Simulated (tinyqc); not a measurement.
Worked calculation: solubility, supersaturation, precipitation and gettering of an impurity in a silicon-like host. Computed by tinyqc, a small Python program that keeps every step. Command: `OMP_NUM_THREADS=1 python tinyqc.py 3018747 3018748 out.jsonl ripen walk`. One thread of a shared host (Intel(R) Xeon(R) Processor @ 2.30GHz), about 0.01 s of CPU time with the checks. Intermediate numbers are printed to about 6 digits and carried at full precision; extremes and crossings named in words are read from the listed rows.

The wafer was saturated at T1 and is then held at T.

Inputs (values chosen for the exercise, for a model impurity):
```
quantity                                   value        unit
site density N0                            5e+22      1/cm^3
enthalpy of solution H                      2.72          eV
entropy of solution S                        4.5         k_B
diffusion prefactor D0                   0.00064      cm^2/s
migration energy Q                         0.865          eV
temperature of saturation T1                1325           K
anneal temperature T                         892           K
sink density n                           7.9e+09      1/cm^3
initial sink radius r0                       2.6          nm
impurity density in the precipitate C_p  2.2e+22      1/cm^3
interface energy gamma                       0.7       J/m^2
anneal time t                               2200           s
wafer thickness w                            400  micrometre
```

Gettering: relaxation gettering at sinks.

Constants: k_B = 8.617333262e-05 eV/K; k_B = 1.380649e-23 J/K.

## Solubility, diffusivity, supersaturation

C_eq(T) = N0 exp(S/k_B - H/(k_B T)); D(T) = D0 exp(-Q/(k_B T)); C0 = C_eq(T1). Supersaturation s = C0/C_eq(T); critical radius r* = 2 gamma/(C_p k_B T ln s); barrier W* = (4 pi/3) gamma r*^2. Strain energy is left out.

C0 = 2.02995e+14 1/cm^3

C_eq(T) = 1.92913e+09 1/cm^3

D(T) = 8.29757e-09 cm^2/s

supersaturation s = 105226

critical radius r* = 0.446842 nm

W*/(k_B T) = 47.5386

Sinks of radius r0 are above r* and grow.

## Ham's law for sinks of fixed radius

tau0 = 1/(4 pi n r0 D); C_fixed(t) = C_eq + (C0 - C_eq) exp(-t/tau0). If all excess precipitates, the final radius is r_f = [r0^3 + 3 (C0 - C_eq)/(4 pi n C_p)]^(1/3), with tau_f = 1/(4 pi n r_f D).

tau0 = 4669.16 s

C_fixed(t) = 1.26724e+14 1/cm^3

final radius r_f = 6.66751 nm

tau_f = 1820.74 s

The sinks grow 2.6 times, so the fixed radius underrates the later rate.

## Growing precipitates

Growing sinks: with y = r/r_f and y0 = r0/r_f, dy/dt = (1 - y^3)/(3 tau_f y), which integrates to t/tau_f = F(y) - F(y0), F(y) = (1/2) ln[(1 + y + y^2)/(1 - y)^2] - sqrt(3) arctan[(2y + 1)/sqrt(3)]; the share of the excess left is (1 - y^3)/(1 - y0^3), and C(t) = C_eq + (C0 - C_eq) x share.

radius at t = 5.55924 nm

share of the excess left = 0.446862

C(t) with growing sinks = 9.07121e+13 1/cm^3

55.3 % of the excess has precipitated.

## Denuded zone

Near a surface held at C_eq(T) the excess decays by out-diffusion over sqrt(D t) and by capture over L_s = sqrt(D tau_f) = (4 pi n r_f)^(-1/2); the shorter length sets the depth from which the surface draws.

sqrt(D t) = 42.7255 micrometre

capture length L_s = 38.8687 micrometre

L_s/w = 0.0971717

The sinks catch the impurity before it reaches a surface, except within L_s of it.

## The best anneal temperature for the time t

C_eq(T) = N0 exp(S/k_B - H/(k_B T)); D(T) = D0 exp(-Q/(k_B T)); C0 = C_eq(T1). r_f = [r0^3 + 3 (C0 - C_eq)/(4 pi n C_p)]^(1/3), tau_f = 1/(4 pi n r_f D).

Dissolved share after t:
```
T (K)      C_eq/C0    tau_f (s)   C(t)/C0
596    2.21554e-13  4.86924e+05  0.998232
689    2.81853e-10  5.01384e+04  0.982300
795    1.26705e-07  7.18704e+03  0.860468
901    1.35327e-05  1.62716e+03  0.395742
1007   5.40633e-04  5.03728e+02  0.022764
1113   1.06997e-02  1.95565e+02  0.010722
1206   9.53114e-02  1.00319e+02  0.095311
1272   3.70616e-01  7.28258e+01  0.370616
```

The lowest dissolved share among these rows is 0.011 at 1113 K. Above it solubility sets the floor; below it diffusion is too slow for this time. Solubility falls with H = 2.72 eV and diffusion with Q = 0.865 eV.

Checks made by the program: radius against numerical integration (relative difference 2e-10).
